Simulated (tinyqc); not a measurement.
Berg model of reactive sputtering of a nitride or oxide: poisoning, hysteresis and pumping speed: one step, computed by the program tinyqc.

A diatomic gas reacts with bare metal on the target and on the collecting surfaces; ions remove metal and compound from the target. theta_t and theta_c are the compound fractions.

Question. Critical pumping speed. Ion flux j = J/e; gas flux F = P/sqrt(2 pi M k_B T). Target: (2/z) alpha F (1 - theta_t) = j Y_c theta_t. Sputtered flows F_c = j Y_c theta_t A_t, F_m = j Y_m (1 - theta_t) A_t. Collector: (2/z) alpha F (1 - theta_c) A_c + F_c (1 - theta_c) = F_m theta_c. Gas use Q = alpha F [(1 - theta_t) A_t + (1 - theta_c) A_c] + P S/(k_B T); 1 sccm = 4.4780e17 molecules/s. Rate R = F_m + F_c, given relative to j Y_m A_t. P is a single-valued function of the flow Q only if dQ/dP > 0 everywhere: S must exceed k_B T times the steepest fall of the surface terms with P.

Inputs (values chosen for the exercise, close to those used for titanium dioxide):
```
quantity                         value     unit
ion current density J               34  mA/cm^2
target area A_t                    210     cm^2
collecting area A_c               3200     cm^2
metal yield Y_m                   0.44        -
compound yield Y_c               0.024        -
sticking coefficient alpha        0.41        -
reactive atoms per metal atom z      2        -
gas mass M                          32        u
pumping speed S                    110      l/s
gas temperature T                  300        K
```

Constants: e = 1.602176634e-19 C; u = 1.6605390666e-27 kg; k_B = 1.380649e-23 J/K.

Give: pressure of the steepest fall; critical pumping speed.

Answer.

pressure of the steepest fall = 0.00995 Pa

critical pumping speed = 816 l/s

S is 0.13 times the critical value: the flow curve is S-shaped and flow control shows hysteresis.
